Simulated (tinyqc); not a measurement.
MOS inversion layer, Poisson-Schroedinger loop: one step of the calculation.

Electrons confined at an insulator interface at z = 0, treated as a hard wall; parabolic valleys, Hartree approximation, no image or exchange terms. The depletion charge lies far deeper than the electrons and gives a uniform field q Nd/(eps0 eps_r); the gate balances all charge. Energies are counted from the band edge at the interface.

Task. Converged levels, occupations and centroid. Tridiagonal Hamiltonian with psi = 0 one step beyond both ends: H_ii = C (1/m_(i-1/2) + 1/m_(i+1/2))/hz^2 + V0_i + U_i, H_(i,i+1) = -C/(m_(i+1/2) hz^2), C = hbar^2/(2 m0). The lowest 2 level(s) are kept, normalised to hz sum |psi|^2 = 1. The mass is the same on all intervals.

Level k holds N_k = D_k Vt ln(1 + exp((EF - E_k)/Vt)) with D = 4 md1 m0 q/(pi hbar^2) per eV (spin included); EF is fixed by sum N_k = Ns.

Solve for the levels with V0 + U, find EF, n_i = sum_k N_k |psi_k|^2 (in cm^-3); share of each level N_k/Ns; centroid sum n z/sum n.

Inputs (values chosen for the exercise); masses and permittivity close to those of germanium (100):
```
symbol,value,unit,meaning
T,400,K,temperature
mz1,0.121,m0,mass along z of valley set A (4 valley(s))
md1,0.294,m0,in-plane density-of-states mass of set A
Ns,1.3e12,cm^-2,sheet density of electrons
hz,2.7,nm,mesh step
```

Constants: q = 1.602176634e-19 C, kB = 1.380649e-23 J/K, hbar = 1.054571817e-34 J s, m0 = 9.1093837015e-31 kg, Vt = kB T/q, hbar^2/(2 m0) = 0.0380998212 eV nm^2. Results are converted to the units shown.

z, node 1 to 16 (nm): [2.7, 5.4, 8.1, 10.8, 13.5, 16.2, 18.9, 21.6, 24.3, 27, 29.7, 32.4, 35.1, 37.8, 40.5, 43.2]
fixed potential V0, node 1 to 16 (eV): [0.00753964, 0.01507927, 0.02261891, 0.03015855, 0.03769818, 0.04523782, 0.05277746, 0.06031709, 0.06785673, 0.07539637, 0.08293600, 0.09047564, 0.09801528, 0.10555491, 0.11309455, 0.12063419]
converged U, node 1 to 16 (eV): [0.039206036, 0.063622228, 0.076775695, 0.084172217, 0.087720895, 0.089060118, 0.089460702, 0.089557856, 0.089577375, 0.089580684, 0.089581164, 0.089581225, 0.089581231, 0.089581232, 0.089581232, 0.089581232]

Wanted: levels; EF; shares; n; centroid.

Result.

levels (eV): A1 0.09287, A2 0.13136
EF = -0.0045397 eV
shares (%): A1 74.976, A2 25.024
n, node 1 to 16 (in units of 1e18 cm^-3): [1.8163, 1.3832, 0.7070, 0.4725, 0.2713, 0.1153, 0.0373, 0.0095, 0.0020, 0.0003, 0.0001, 0.0000, 0.0000, 0.0000, 0.0000, 0.0000]
centroid = 6.1692 nm

Computed by the program tinyqc: `OMP_NUM_THREADS=1 python tinyqc.py 2160166 2160167 out.jsonl`, one thread of a shared Intel Xeon 2.30GHz, about 0.5 s for the whole run.
